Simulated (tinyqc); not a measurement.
Inside a calculation. Model: quantum limit of the contact resistance of a two-dimensional channel.

Program tinyqc, `OMP_NUM_THREADS=1 python tinyqc.py 2760042 2760043 out.jsonl`; Intel Xeon 2.30GHz, shared host, one thread, about 0.01 s. Printed values are rounded.

Parabolic band with gv valleys, C = hbar^2/(2 m0), eta = (EF - Ec)/(kB T). Landauer picture: each mode conducts 2 q^2/h, and the contacts and the channel add incoherently in series, 1/Tt - 1 = 2 (1/tc - 1) + L/lam for the total transmission Tt.

Inputs (values chosen for the exercise): temperature T = 300 K; mass m = 0.43 m0; valleys gv = 1; carrier density n = 2e12 cm^-2; transmission of each contact tc = 0.11; back-scattering length of the channel lam = 6.9 nm; channel length L = 170 nm.

Constants: q = 1.602176634e-19 C, kB = 1.380649e-23 J/K, hbar = 1.054571817e-34 J s, h = 6.62607015e-34 J s, m0 = 9.1093837015e-31 kg, Vt = kB T/q, hbar^2/(2 m0) = 0.0380998212 eV nm^2. Results are converted to the units shown.

## Fermi level and modes

n = N ln(1 + exp(eta)), N = gv m kB T/(2 pi C); modes per width M = gv sqrt(m kB T/C) Fm(eta)/(2 sqrt(pi)), Fm(x) = (1/sqrt(pi)) int_0^infinity u^(-1/2)/(1 + exp(u - x)) du; at zero temperature M0 = gv kF/pi, kF = sqrt(2 pi n/gv). kB T in eV.

N = 4.64365e12 cm^-2
eta = -0.619289
M = 60.1987 1/um
M0 = 112.838 1/um

The zero-temperature count is 87 % above the thermal one.

## Resistances

RQ = (h/2q^2)/M for the whole device, R = RQ/Tt; the part of one contact is Rc = RQ (1/tc - 1/2) and the channel adds RQ L/lam.

RQ = 214.397 ohm um
Rc = 1841.86 ohm um
channel = 5282.24 ohm um
R = 8965.97 ohm um
Tt = 0.0239123

The two contacts make up 41.1 % of R.
